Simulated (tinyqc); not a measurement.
Inside a calculation. Model: frequency dispersion of an accumulation capacitance by border traps, distributed model.

Computed by the program tinyqc: `OMP_NUM_THREADS=1 python tinyqc.py 2202228 2202229 out.jsonl`, one thread of a shared Intel Xeon 2.30GHz, about 0.6 s for the whole run. Printed values are rounded.

Traps spread evenly through the insulator exchange electrons with the semiconductor by tunnelling, with tau(x) = t0 exp(2 ka x) at depth x from the interface. The admittance per area Y seen at depth x obeys dY/dx = -Y^2/(i w eps0 eox) + q Nb ln(1 + i w tau)/tau, with Y(0) = i w Cs and w = 2 pi f; the gate sees Y(tox) = G + i w C. Working variable y = Y/(i w), in uF/cm^2. Cox = eps0 eox/tox.

Values chosen for this exercise; permittivity close to that of silicon dioxide:
- eox = 3.76 (relative permittivity of the insulator)
- tox = 6.7 nm (insulator thickness)
- Cs = 2.7 uF/cm^2 (semiconductor capacitance in accumulation)
- Nb = 2.6e19 cm^-3 eV^-1 (density of border traps)
- ka = 5.3 1/nm (decay constant of the wave function in the insulator)
- t0 = 6e-11 s (time constant of a trap at the interface)
- f = 1e5 Hz (frequency)
- xe = 1.4 nm (depth down to which the steps are taken)

Constants: q = 1.602176634e-19 C, eps0 = 8.8541878128e-14 F/cm where lengths are in cm. Results are converted to the units shown.

## Scales and lumped estimate

Cox; trap-free value 1/(1/Cox + 1/Cs); response depth d = ln(1/(w t0))/(2 ka), where w tau = 1; lumped estimate: all traps within d act as C_bt = q Nb d placed at d/2, so C = 1/{1/[1/(1/Cs + d/(2 eps0 eox)) + C_bt] + (tox - d/2)/(eps0 eox)}.

Cox = 0.496892 uF/cm^2
trap-free C = 0.419660 uF/cm^2
d = 0.960932 nm
C_bt = 0.400291 uF/cm^2
lumped C = 0.435738 uF/cm^2

The traps within reach amount to 0.148 Cs and lie in the first 14.3 % of the insulator.

## Midpoint steps through the active depth

In terms of y: dy/dx = -y^2/(eps0 eox) + s(x), s = q Nb ln(1 + z)/z, z = i w tau. 11 midpoint steps of h = xe/11: y_half = y + (h/2) y'(x, y), y(new) = y + h y'(x + h/2, y_half).

```
point,x (nm),s (uF/(cm^2 nm)),y (uF/cm^2)
0,0,0.416566-0.000008i,2.70000+0.00000i
1,0.127273,0.416566-0.000030i,2.49713+0.00000i
2,0.254545,0.416566-0.000117i,2.32913-0.00001i
3,0.381818,0.416565-0.000449i,2.18828-0.00004i
4,0.509091,0.416556-0.001732i,2.06895-0.00014i
5,0.636364,0.416423-0.006672i,1.96695-0.00053i
6,0.763636,0.414466-0.025533i,1.87904-0.00206i
7,0.890909,0.388788-0.089370i,1.80192-0.00781i
8,1.01818,0.243346-0.167320i,1.72552-0.02387i
9,1.14545,0.084266-0.115818i,1.63627-0.03904i
10,1.27273,0.023452-0.050535i,1.54536-0.04375i
11,1.4,0.006193-0.018461i,1.46082-0.04260i
```

## Capacitance and conductance at the gate

y at xe = 1.46082-0.04260i uF/cm^2

Beyond xe the traps are ignored, so 1/y(tox) = 1/y(xe) + (tox - xe)/(eps0 eox); C = Re y, G/w = -Im y, loss tangent G/(w C).

y at the gate = 0.439343-0.003850i uF/cm^2
C = 0.439343 uF/cm^2
G/w = 0.00385006 uF/cm^2
loss tangent = 0.00876324

A fine integration over the whole insulator gives C = 0.43927 and G/w = 0.004067 uF/cm^2; the coarse G/w is 5.3 % below that. The fine C is 4.7 % above the trap-free value, and the lumped estimate is 0.80 % below the fine result.
